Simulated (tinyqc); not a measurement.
Inverse iteration on a symmetric matrix, step by step. One step of it, computed by the program tinyqc.

Problem. Step 2. solve (A - shift) w = v; v' = w/|w| with its largest component positive (the first on a tie); lambda = v'^T A v'.

A:
$$\begin{pmatrix}
1.134000 & -0.348000 & 0.572000 & -1.403000 & 1.305000 & 0.900000 \\
-0.348000 & 1.288000 & -1.191000 & 0.409000 & -0.064000 & 1.230000 \\
0.572000 & -1.191000 & 1.932000 & -0.298000 & -0.411000 & 0.734000 \\
-1.403000 & 0.409000 & -0.298000 & 2.537000 & 0.254000 & -1.000000 \\
1.305000 & -0.064000 & -0.411000 & 0.254000 & 2.592000 & -0.305000 \\
0.900000 & 1.230000 & 0.734000 & -1.000000 & -0.305000 & 4.038000
\end{pmatrix}$$

vector after step 1: [0.317135, 0.573458, 0.101490, -0.315102, -0.407783, -0.542859]

shift = 0.380000

Give: vector after step 2; Rayleigh quotient after step 2.

Solution.

vector after step 2: [0.3897, 0.6960, 0.5010, 0.1610, -0.0504, -0.2902]

Rayleigh quotient after step 2 = -0.0945
